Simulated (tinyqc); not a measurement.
Gamma, L and X subbands of a thin body with non-parabolic valleys: one step. Filling and quantum capacitance. Five cases, with inputs chosen for the exercise.

Question. Over the ten listed subbands, named by valley (G, L, X), degeneracy and number.

n_i = g m/(2 pi c) kB T ln(1 + exp((EF - E_i)/kB T)), sum n_i = Ns (1e12/cm^2 = 1e-4/angstrom^2), c = hbar^2/2m0. Quantum capacitance Cq = 1602.176634 sum g m/(2 pi c) f_i in microfarad/cm^2 with f_i = 1/(1 + exp((E_i - EF)/kB T)); Cox = 34.5313/eot (one gate); C/Cox = Cq/(Cq + Cox), the centroid term left out.

Constants: hbar^2/2m0 = 3.80998211 eV angstrom^2; kB = 8.617333262e-05 eV/K.

Give: EF; n_i in the order of the list; Cq; Cox; C/Cox.

Case 1.

Values chosen (near those of a thin Ge channel; the results hold for these values, not for the real material): face = 100 (surface); t = 44 angstrom (body thickness); Ns = 8.6 x 1e12/cm^2 (sheet density); T = 300 K (temperature); eot = 11 angstrom (equivalent oxide thickness).

Subbands:
```
subband  g     E (eV)  DOS mass
L4 n=1   4  -0.028496  0.348441
X2 n=1   2   0.042838  0.194066
X2 n=2   2   0.105766  0.205783
X4 n=1   4   0.118563  0.447997
X2 n=3   2   0.203351  0.223954
X2 n=4   2   0.327973  0.247158
L4 n=2   4   0.330804  0.455636
G1 n=1   1   0.367815  0.067213
X4 n=2   4   0.370167  0.548820
X2 n=5   2   0.472780  0.274121
```

Answer.

EF = -0.0363 eV

n_i in the order of the list (1e12/cm^2): [8.341, 0.192, 0.018, 0.048, 0.000, 0.000, 0.000, 0.000, 0.000, 0.000]

Cq = 41.26 microfarad/cm^2
Cox = 3.139 microfarad/cm^2
C/Cox = 0.929

EF lies 8 meV below the lowest edge; Gamma holds 0 % of the electrons. The density of states is ample: only 7 % of the gate capacitance is lost.

Case 2.

Values chosen (near those of a thin Ge channel; the results hold for these values, not for the real material): face = 100 (surface); t = 76 angstrom (body thickness); Ns = 2 x 1e12/cm^2 (sheet density); T = 300 K (temperature); eot = 10 angstrom (equivalent oxide thickness).

Subbands:
```
subband  g     E (eV)  DOS mass
L4 n=1   4  -0.110522  0.311207
L4 n=2   4   0.035222  0.355892
X2 n=1   2   0.049167  0.194439
X2 n=2   2   0.070356  0.198692
X4 n=1   4   0.075160  0.432342
X2 n=3   2   0.104698  0.205585
G1 n=1   1   0.149447  0.049324
X2 n=4   2   0.150928  0.214864
X4 n=2   4   0.168593  0.472953
X2 n=5   2   0.207583  0.226236
```

Answer.

EF = -0.1580 eV

n_i in the order of the list (1e12/cm^2): [1.987, 0.009, 0.001, 0.001, 0.002, 0.000, 0.000, 0.000, 0.000, 0.000]

Cq = 11.53 microfarad/cm^2
Cox = 3.453 microfarad/cm^2
C/Cox = 0.770

EF lies 47 meV below the lowest edge; Gamma holds 0 % of the electrons. EF lies below the edge, so Cq is near e^2 Ns/kB T, set by Ns more than by the density of states; 23 % of the gate capacitance is lost.

Case 3.

Values chosen (near those of a thin GaAs channel; the results hold for these values, not for the real material): face = 110 (surface); t = 70 angstrom (body thickness); Ns = 8.7 x 1e12/cm^2 (sheet density); T = 300 K (temperature); eot = 9 angstrom (equivalent oxide thickness).

Subbands:
```
subband  g    E (eV)  DOS mass
G1 n=1   1  0.107044  0.075882
L2 n=1   2  0.334130  0.232653
G1 n=2   1  0.373744  0.096764
L2' n=1  2  0.398230  0.407153
L2 n=2   2  0.439862  0.250835
X2 n=1   2  0.525145  0.427404
X1 n=1   1  0.538125  0.560392
X2 n=2   2  0.581001  0.445287
L2 n=3   2  0.600814  0.278513
X1 n=2   1  0.630207  0.598674
```

Answer.

EF = 0.3118 eV

n_i in the order of the list (1e12/cm^2): [6.492, 1.770, 0.091, 0.306, 0.038, 0.002, 0.001, 0.000, 0.000, 0.000]

Cq = 16.98 microfarad/cm^2
Cox = 3.837 microfarad/cm^2
C/Cox = 0.816

EF lies 205 meV above the lowest edge; Gamma holds 76 % of the electrons. The density of states is ample: only 18 % of the gate capacitance is lost.

Case 4.

Values chosen (near those of a thin GaSb channel; the results hold for these values, not for the real material): face = 110 (surface); t = 38 angstrom (body thickness); Ns = 5.1 x 1e12/cm^2 (sheet density); T = 300 K (temperature); eot = 12 angstrom (equivalent oxide thickness).

Subbands:
```
subband  g    E (eV)  DOS mass
L2 n=1   2  0.183620  0.233217
L2' n=1  2  0.331093  0.412664
X2 n=1   2  0.423672  0.441490
G1 n=1   1  0.438197  0.079455
L2 n=2   2  0.449592  0.273807
X1 n=1   1  0.472964  0.602698
X2 n=2   2  0.612996  0.497316
X1 n=2   1  0.782402  0.723288
L2 n=3   2  0.821480  0.330560
X2 n=3   2  0.888347  0.578508
```

Answer.

EF = 0.1977 eV

n_i in the order of the list (1e12/cm^2): [5.047, 0.051, 0.002, 0.000, 0.000, 0.000, 0.000, 0.000, 0.000, 0.000]

Cq = 20.08 microfarad/cm^2
Cox = 2.878 microfarad/cm^2
C/Cox = 0.875

EF lies 14 meV above the lowest edge; Gamma holds 0 % of the electrons. The density of states is ample: only 13 % of the gate capacitance is lost.

Case 5.

Values chosen (near those of a thin GaSb channel; the results hold for these values, not for the real material): face = 110 (surface); t = 62 angstrom (body thickness); Ns = 3.5 x 1e12/cm^2 (sheet density); T = 300 K (temperature); eot = 14 angstrom (equivalent oxide thickness).

Subbands:
```
subband  g    E (eV)  DOS mass
L2 n=1   2  0.086815  0.239330
L2' n=1  2  0.141323  0.408846
L2 n=2   2  0.186691  0.265511
G1 n=1   1  0.201257  0.057612
X2 n=1   2  0.333301  0.442195
L2 n=3   2  0.334202  0.304179
X1 n=1   1  0.351585  0.595175
L2' n=2  2  0.372117  0.506373
X2 n=2   2  0.405270  0.477458
X1 n=2   1  0.471444  0.672650
```

Answer.

EF = 0.0771 eV

n_i in the order of the list (1e12/cm^2): [2.704, 0.708, 0.082, 0.005, 0.000, 0.000, 0.000, 0.000, 0.000, 0.000]

Cq = 17.81 microfarad/cm^2
Cox = 2.467 microfarad/cm^2
C/Cox = 0.878

EF lies 10 meV below the lowest edge; Gamma holds 0 % of the electrons. The density of states is ample: only 12 % of the gate capacitance is lost.

Computed by tinyqc, one run a case: `OMP_NUM_THREADS=1 python tinyqc.py N N+1 out.jsonl` with N = 1282009, 1282153, 1282318, 1282412, 1282446; one thread of a shared Intel(R) Xeon(R) Processor @ 2.30GHz, about 0.07 s a run at most.
